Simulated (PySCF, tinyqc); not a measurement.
Inside a calculation (part 2 of 2). Method: RHF in the 6-31g basis, for H3-, spin multiplicity 1. The basis has no diffuse functions, so it cannot describe the extra electron: this is an exercise in the method, not the real anion. This run ends on a higher stationary point, not on the lowest solution. The lowest restricted solution is unstable here: a spin-polarised one lies 0.0785 hartree lower (PySCF). Computed by tinyqc, a small Python program that keeps every step (integrals from PySCF). Command: `OMP_NUM_THREADS=1 python tinyqc.py 20419 20420 out.jsonl` (the two numbers bound the seeds that draw the settings). One thread of a shared host (Intel(R) Xeon(R) Processor @ 2.60GHz), about 0.08 s of CPU time with the checks.

Geometry (angstrom):
```
atom         x         y         z
H     0.000000  0.000000  0.000000
H     0.000000  0.000000  1.252000
H     0.000000  1.084000  0.626000
```

## Iteration 31 (converged): orbitals

converged F (hartree), lower triangle:
```
           1H 1s      1H 2s      2H 1s      2H 2s      3H 1s      3H 2s
1H 1s   0.466088
1H 2s  -0.199341  -0.040648
2H 1s  -0.234580  -0.251972   0.408588
2H 2s  -0.224795  -0.179670  -0.216605  -0.068121
3H 1s  -0.120552  -0.146884  -0.234792  -0.224969   0.465898
3H 2s  -0.146841  -0.107478  -0.252097  -0.179764  -0.199382  -0.040706
```

X, lower triangle:
```
           1H 1s      1H 2s      2H 1s      2H 2s      3H 1s     3H 2s
1H 1s   1.258894
1H 2s  -0.515287   1.649053
2H 1s   0.018867   0.008795   1.258894
2H 2s   0.008795  -0.373720  -0.515287   1.649053
3H 1s   0.018838   0.008796   0.018838   0.008796   1.258895
3H 2s   0.008783  -0.373896   0.008783  -0.373896  -0.515295  1.649193
```

Diagonalise F' = X^T F X, C = X C', fill 2 alpha and 2 beta electrons from the bottom; D = 2 C_occ C_occ^T. Each column has its largest component positive (the first on a tie).

F' = X^T F X (hartree), lower triangle:
```
           1          2          3          4          5         6
1   0.971569
2  -0.620718   0.494932
3  -0.097775  -0.108708   0.889021
4  -0.098282  -0.137870  -0.555963   0.494709
5  -0.017101  -0.022513  -0.097983  -0.098399   0.971304
6  -0.022500  -0.050874  -0.108818  -0.137992  -0.620563  0.494941
```

orbital energies (hartree): MO1 -0.263250, MO2 0.129393, MO3 0.371462, MO4 1.278941, MO5 1.394972, MO6 1.404959

coefficients C:
```
            MO1        MO2        MO3        MO4        MO5        MO6
1H 1s  0.179912   0.196970  -0.109916   0.170098   0.919513  -0.945260
1H 2s  0.213573   0.962671  -0.598507   0.066381  -0.802987   1.133474
2H 1s  0.237607  -0.000110   0.187970   1.307862  -0.221139   0.002453
2H 2s  0.340812  -0.000484   1.108987  -1.283900   0.519678  -0.006899
3H 1s  0.180079  -0.196768  -0.110154   0.171211   0.947228   0.917266
3H 2s  0.213897  -0.961850  -0.599974   0.064967  -0.836466  -1.109209
```

D after iteration 31, lower triangle:
```
           1H 1s      1H 2s     2H 1s     2H 2s     3H 1s     3H 2s
1H 1s   0.142331
1H 2s   0.456082   1.944697
2H 1s   0.085453   0.101280  0.112914
2H 2s   0.122441   0.144644  0.161959  0.232306
3H 1s  -0.012718  -0.301926  0.085619  0.122937  0.142292
3H 2s  -0.301945  -1.760525  0.101859  0.146729  0.455560  1.941816
```

## Convergence

Stop when the energy changes by less than 1e-08 hartree and every element of the error matrix X^T (F D S - S D F) X is below 3e-05.

Course of the cycle:
```
iteration  E (hartree)     change  largest element of the error matrix
1           1.16544760          -                             6.56e-01
2           0.13668444  -1.03e+00                             3.91e-01
3          -0.49792290  -6.35e-01                             2.03e-01
4          -0.88464640  -3.87e-01                             1.01e-01
5          -1.09783039  -2.13e-01                             4.83e-02
6          -1.20948261  -1.12e-01                             2.69e-02
7          -1.26642524  -5.69e-02                             1.54e-02
8          -1.28885734  -2.24e-02                             6.74e-03
9          -1.30735470  -1.85e-02                             5.06e-03
10         -1.31658785  -9.23e-03                             2.68e-03
11         -1.32161785  -5.03e-03                             1.74e-03
12         -1.32476772  -3.15e-03                             7.70e-04
13         -1.32635025  -1.58e-03                             4.18e-04
14         -1.32714250  -7.92e-04                             2.04e-04
...                ...        ...                                  ...
18         -1.32788567  -4.96e-05                             1.28e-05
19         -1.32791045  -2.48e-05                             6.39e-06
20         -1.32792284  -1.24e-05                             3.20e-06
21         -1.32792903  -6.20e-06                             1.60e-06
22         -1.32793213  -3.10e-06                             7.99e-07
23         -1.32793368  -1.55e-06                             4.00e-07
24         -1.32793445  -7.74e-07                             2.00e-07
25         -1.32793484  -3.87e-07                             9.99e-08
26         -1.32793503  -1.94e-07                             4.99e-08
27         -1.32793513  -9.68e-08                             2.50e-08
28         -1.32793518  -4.84e-08                             1.25e-08
29         -1.32793520  -2.42e-08                             6.24e-09
30         -1.32793521  -1.21e-08                             3.12e-09
31         -1.32793522  -6.05e-09                             1.56e-09
```

PySCF RHF in the same basis = -1.32804132 hartree

Converged in 31 iterations. But the solution lies 0.00011 hartree above the reference: it is another stationary point, not the lowest restricted one. Reruns (cap 100 unless said): DIIS 8: converged in 12 to a higher stationary point; damping 0.5: converged in 72 to a higher stationary point; level shift 0.5: not converged; atomic densities as start, DIIS 8: converged in 7.

## Populations, bond orders and dipole

overlap S, lower triangle:
```
          1H 1s     1H 2s     2H 1s     2H 2s     3H 1s     3H 2s
1H 1s  1.000000
1H 2s  0.658292  1.000000
2H 1s  0.124839  0.315551  1.000000
2H 2s  0.315551  0.636743  0.658292  1.000000
3H 1s  0.124927  0.315635  0.124927  0.315635  1.000000
3H 2s  0.315635  0.636848  0.315635  0.636848  0.658292  1.000000
```

Mulliken: Z minus the diagonal of D S on the atom; Loewdin: the same with S^(1/2) D S^(1/2); Mayer order: 2 sum_s sum (D(s) S)_ij (D(s) S)_ji over the two atoms.

Charges (e):
```
atom   Mulliken    Loewdin
1H    -0.547484  -0.575558
2H     0.093089   0.149404
3H    -0.545605  -0.573846
```

Mayer bond orders:
```
pair     order
2-1   0.494577
3-1   0.014907
3-2   0.496758
```

dipole moment about the origin, x y z (debye): 0.000000  -2.862533  -1.043008
